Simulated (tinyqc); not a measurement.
Inside a calculation. Model: admittance spectroscopy of a deep trap.

Numbers from tinyqc (`OMP_NUM_THREADS=1 python tinyqc.py 2050111 2050112 out.jsonl`; about 0.01 s on one thread of a shared Intel Xeon 2.30GHz). Printed values are rounded.

Schottky contact on an n-type layer with shallow donors Nd (all ionised) and a donor-like deep trap, neutral when filled and positive when empty; depletion approximation. Traps within lam of the depletion edge stay filled. The traps at xt = W - lam, where the level crosses the Fermi level, follow a slow signal and not a fast one. w = 2 pi f.

Parameters, values chosen for the exercise; material values close to those of silicon: relative permittivity eps_r = 11.7; conduction-band density of states at 300 K Nc = 2.76e19 cm^-3; thermal velocity at 300 K vth = 2.4e7 cm/s; shallow donor density Nd = 9.1e16 cm^-3; built-in voltage Vbi = 0.82 V; depth of the trap below the conduction edge Et = 0.14 eV; capture cross-section sn = 1e-16 cm^2; trap density Nt = 5.5e15 cm^-3; reverse bias Vr = 0 V; signal frequency f = 520 Hz; temperature T = 102 K.

Constants: q = 1.602176634e-19 C, kB = 1.380649e-23 J/K, eps0 = 8.8541878128e-14 F/cm where lengths are in cm. Results are converted to the units shown.

Range of the model: Below about 110 K shallow donors begin to freeze out, which the model ignores.

## Widths and limiting capacitances

lam = sqrt(2 eps0 eps_r (EF - ET)/(q Nd)), EF - ET = Et - (kB T/q) ln(Nc(T)/Nd), Nc(T) = Nc (T/300 K)^1.5. In the steady state at the band bending V, 2 eps0 eps_r V/q = Nd W^2 + Nt (W - lam)^2 (the second term only if W > lam). V = Vbi + Vr. C_HF = eps0 eps_r/W, C_LF = eps0 eps_r (Nd + Nt)/(Nd W + Nt xt).

lam = 38.4422 nm
W = 106.638 nm
xt = 68.1956 nm
C_HF = 97.1457 nF/cm^2
C_LF = 99.1835 nF/cm^2

The step is 2.10 % of C_HF.

## Admittance at the signal frequency

Emission rate en = sn vth(T) Nc(T) exp(-Et/kB T) = sn g T^2 exp(-Et/kB T), g = vth Nc/(300 K)^2, as vth goes as T^0.5 and Nc as T^1.5 (degeneracy factor 1). Inflection frequency w0 = 2 en [1 + Nt xt/(Nd W)]; C = C_HF + (C_LF - C_HF)/(1 + (w/w0)^2), G/w = (C_LF - C_HF)(w/w0)/(1 + (w/w0)^2).

en = 926.266 1/s
w0/(2 pi) = 306.235 Hz
C = 97.6704 nF/cm^2
G/w = 0.891076 nF/cm^2

The signal lies near the inflection, where the loss is largest.
